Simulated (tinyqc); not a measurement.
# Film thickness from the threshold shift

Inverse problem. Undoped body with a flat potential across it, hard walls, transport along x. Three valley pairs (g = 2 each) with the longitudinal mass along x, y or z. Non-parabolicity enters the subband edges through E (1 + al E) = gamma, so E = 2 gamma/(1 + sqrt(1 + 4 al gamma)); motion within a subband is taken as parabolic with the band-edge mass. Energies are counted from the bulk band edge. gamma = C (pi k/(t + dl))^2/mz, C = hbar^2/(2 m0). Each subband has N_k = g sqrt(mx my) m0 kB T/(pi hbar^2); without degeneracy n = exp(EF/Vt) sum N_k exp(-E_k/Vt). Classical value Nc times t, Nc = sum over valleys of 2 g (m m0 kB T/(2 pi hbar^2))^1.5 with m = (mx my mz)^(1/3). Threshold shift dVT = Vt ln(classical value/sum N_k exp(-E_k/Vt)). Find t and the lowest subband edge.

Values chosen for this exercise; masses close to those of silicon:

| symbol | value | unit | meaning |
|---|---|---|---|
| T | 300 | K | temperature |
| ml | 0.931 | m0 | longitudinal mass |
| mt | 0.187 | m0 | transverse mass |
| al | 0.5 | 1/eV | non-parabolicity |
| dl | 0 | nm | widening of the box by penetration into the insulator |

Constants: q = 1.602176634e-19 C, kB = 1.380649e-23 J/K, hbar = 1.054571817e-34 J s, m0 = 9.1093837015e-31 kg, Vt = kB T/q, hbar^2/(2 m0) = 0.0380998212 eV nm^2. Results are converted to the units shown.

dVT = 30.207244 mV

Solution. dVT is evaluated for trial values of t with all subbands; between 1.5 and 25 nm one value matches.

t = 5.600 nm
E_1 = 12.80 meV

Computed by the program tinyqc: `OMP_NUM_THREADS=1 python tinyqc.py 2350133 2350134 out.jsonl`, one thread of a shared Intel Xeon 2.30GHz, about 0.09 s for the whole run.
